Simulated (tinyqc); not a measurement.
# Two coupled magnetic layers: synthetic antiferromagnet, spin flop, exchange bias and magnetoresistance, step by step

A worked calculation. Computed by tinyqc, a small Python program that keeps every step. Command: `OMP_NUM_THREADS=1 python tinyqc.py 3021688 3021689 out.jsonl saf walk`. One thread of a shared host (Intel(R) Xeon(R) Processor @ 2.30GHz), about 0.3 s of CPU time with the checks. Intermediate numbers are printed to about 6 digits and carried at full precision; extremes and crossings named in words are read from the listed rows.

Moments lie in the plane at the angles p1, p2 from the field. Energy per area: E = J1 cos(p1 - p2) + J2 cos^2(p1 - p2) - B M_s (t1 cos p1 + t2 cos p2) + K (t1 sin^2 p1 + t2 sin^2 p2).

Inputs (values chosen for the exercise, for a model stack):
```
quantity                           value              unit
saturation magnetisation M_s        1150              kA/m
thickness t1                         3.9                nm
thickness t2                         3.1                nm
antiferromagnetic coupling J1       0.63            mJ/m^2
biquadratic coupling J2                0            mJ/m^2
in-plane anisotropy K                 18            kJ/m^3
field over the saturation field     0.17                 -
spin polarisation P1                0.46                 -
spin polarisation P2                0.32                 -
resistance-area product, parallel     12  ohm micrometre^2
exchange-bias energy J_ex           0.15            mJ/m^2
```

Field direction: along the easy axis.

## Saturation field

The parallel state is stable while the Hessian at p1 = p2 = 0 is positive: with c = J1 + 2 J2 and u = B M_s + 2K, (u t1 - c)(u t2 - c) > c^2, so B_sat M_s = c (1/t1 + 1/t2) - 2K. B_K = 2K/M_s.

exchange field c (1/t1 + 1/t2)/M_s = 317.186 mT

B_K = 31.3043 mT

saturation field B_sat = 285.882 mT

applied field B = 48.5999 mT

## Limit of the antiparallel state

With p1 = 0, p2 = 180 degrees and c2 = J1 - 2 J2 the Hessian is [[c2 + t1 (2K + b), -c2], [-c2, c2 + t2 (2K - b)]], b = B M_s; its determinant vanishes at the positive root of t1 t2 b^2 - c2 (t1 - t2) b - [2K c2 (t1 + t2) + 4 K^2 t1 t2] = 0.

stability limit B_sf of the antiparallel state = 124.133 mT

Net moment and anisotropy together hold the collinear state up to 0.43 B_sat.

## Equilibrium at the field B

The lowest minimum of E over both angles (from five starts; of two mirror images the one with p1 >= 0, and for equal layers |p1| <= |p2|).

p1 = 0 degrees

p2 = -180.000 degrees

m/m_sat along B = 0.114286

energy = -0.674712 mJ/m^2

The moments are still collinear and antiparallel.

## Tunnel magnetoresistance against a free layer along B

Julliere: TMR = 2 P1 P2/(1 - P1 P2). Conductance G(theta) = G0 (1 + P1 P2 cos theta), so RA(theta) = RA_P (1 + P1 P2)/(1 + P1 P2 cos theta); theta = p2 for the layer next to the barrier.

TMR = 34.5216 %

RA, antiparallel = 16.1426 ohm micrometre^2

RA at this field = 16.1426 ohm micrometre^2

## Pinning of a single layer

A layer t1 on an antiferromagnet is shifted by B_ex = J_ex/(M_s t1).

bias field, single layer = 33.4448 mT

## Pinning of the pair

A rigid antiparallel pair has the net moment M_s (t1 - t2), so the same J_ex holds it up to J_ex/(M_s (t1 - t2)).

bias field, rigid pair = 163.043 mT

Caution: at such fields the pair is no longer rigid.

## Magnetisation curve

The formulas are those given above.

Equilibrium states:
```
B/B_sat   B (mT)  p1 (degrees)  p2 (degrees)  m/m_sat
0.02       5.718        0.0000      -180.000  0.11429
0.06      17.153        0.0000      -180.000  0.11429
0.12      34.306        0.0000      -180.000  0.11429
0.20      57.176        0.0000      -180.000  0.11429
0.30      85.765        0.0000      -180.000  0.11429
0.45     128.647       41.8021       -92.044  0.39953
0.60     171.529       43.2865       -65.184  0.59144
0.80     228.706       32.0558       -42.607  0.79814
0.95     271.588       16.1803       -20.576  0.94968
1.10     314.470        0.0000         0.000  1.00000
```

The collinear state is the lowest in 5 row(s), with m/m_sat = (t1 - t2)/(t1 + t2) = 0.114; then the moments are canted and close at B_sat. The largest gap between m/m_sat and B/B_sat in the canted rows is 0.050.

Checks made by the program: the energy against a grid over both angles (relative difference below 1e-10).
